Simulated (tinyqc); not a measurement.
## Trap density from two Hall measurements

Problem. p-type body, charge-sheet picture, full ionisation (an idealisation for deep acceptors), Boltzmann statistics for free electrons. e = Ec - EF at the surface. psi = Eg - Vt ln(Nv/Na) - e; N_dep = sqrt(2 eps0 eps_r Na (psi - Vt)/q); n_f = sqrt(N_dep^2 + 2 eps0 eps_r Vt Nc exp(-e/Vt)/q) - N_dep; Vg = Vfb + psi + q (N_dep + n_t + n_f)/Cox, Cox = eps0 eox/tox. Find e and n_t at both points and the mean trap density between them.

Inputs (values chosen for the exercise); band and dielectric values close to those of 4H silicon carbide:
```
symbol,value,unit,meaning
T,250,K,temperature
Eg,3.21,eV,band gap
eps_r,9.52,,relative permittivity
Nc,1.32e19,cm^-3,conduction-band density of states at T
Nv,1.9e19,cm^-3,valence-band density of states at T
eox,3.9,,relative permittivity of the insulator
tox,49,nm,insulator thickness
Na,9.5e16,cm^-3,acceptor density
Vfb,-2.6,V,flat-band voltage without trapped charge
```

Constants: q = 1.602176634e-19 C, kB = 1.380649e-23 J/K, Vt = kB T/q, eps0 = 8.8541878128e-14 F/cm where lengths are in cm. Results are converted to the units shown.

Vg (V): [4.5861496, 5.1252835]
free sheet density from the Hall effect (cm^-2): [4.7543578e8, 1.8265128e10]

Solution. Each n_f fixes e; what the gate voltage holds beyond psi, N_dep and n_f is trapped; the difference quotient is the density, smeared over a few Vt.

e (eV): [0.1620, 0.08300]
n_t (cm^-2): [1.637e11, 3.253e11]
mean trap density = 2.046e12 cm^-2 eV^-1

Numbers from tinyqc (`OMP_NUM_THREADS=1 python tinyqc.py 2222165 2222166 out.jsonl`; about 0.02 s on one thread of a shared Intel Xeon 2.30GHz).
